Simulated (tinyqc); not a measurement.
From results back to parameters: band offset of a heterojunction with an interface dipole (two-band chains, self-consistent charge). Four cases, with inputs chosen for the exercise.

Problem. D0 is the offset of the mid-gaps without dipole, chi the charge moved per eV of offset and u the potential step per electron moved. In linear response the valence offset is S D0 - (G2 - G1)/2 with S = 1/(1 + u chi/2). Two interfaces between the same crystals differ in D0 by a known amount, as from a layer of fixed dipoles; their offsets come from hidden S and D0.

Find: S; D0 of the first; u.

Method. S is the change of the offset over the change of D0; then D0 = (offset + (G2 - G1)/2)/S and u = 2 (1/S - 1)/chi.

Case 1.

Values chosen (out of a larger set: gaps near those of Si and SiO2; the chains and D0 are free models, so the offsets are not those of the real pair; not measured data): G1 = 1.17 eV (gap on the left); G2 = 9.36 eV (gap on the right).

chi = 0.07146 1/eV

valence offsets (eV): first -4.55451, second -3.80889

D0(second) - D0(first) = 0.86 eV

Solution.

S = 0.867
D0 of the first = -0.53 eV
u = 4.3 eV

Case 2.

Values chosen (out of a larger set: gaps near those of GaN and AlN; the chains and D0 are free models, so the offsets are not those of the real pair; not measured data): G1 = 3.25 eV (gap on the left); G2 = 5.89 eV (gap on the right).

chi = 0.08960 1/eV

valence offsets (eV): first -1.44608, second -0.91024

D0(second) - D0(first) = 0.68 eV

Solution.

S = 0.788
D0 of the first = -0.16 eV
u = 6.0 eV

Case 3.

Values chosen (out of a larger set: gaps near those of Si and Ge; the chains and D0 are free models, so the offsets are not those of the real pair; not measured data): G1 = 1.09 eV (gap on the left); G2 = 0.69 eV (gap on the right).

chi = 0.60131 1/eV

valence offsets (eV): first 0.15002, second 0.26468

D0(second) - D0(first) = 0.39 eV

Solution.

S = 0.294
D0 of the first = -0.17 eV
u = 8.0 eV

Case 4.

Values chosen (out of a larger set: gaps near those of Si and GaP; the chains and D0 are free models, so the offsets are not those of the real pair; not measured data): G1 = 1.09 eV (gap on the left); G2 = 2.33 eV (gap on the right).

chi = 0.31062 1/eV

valence offsets (eV): first -0.96788, second -0.32118

D0(second) - D0(first) = 1.45 eV

Solution.

S = 0.446
D0 of the first = -0.78 eV
u = 8.0 eV

Computed by tinyqc, one run a case: `OMP_NUM_THREADS=1 python tinyqc.py N N+1 out.jsonl` with N = 1480065, 1480173, 1480191, 1480253; one thread of a shared Intel(R) Xeon(R) Processor @ 2.30GHz, about 0.5 s a run at most.
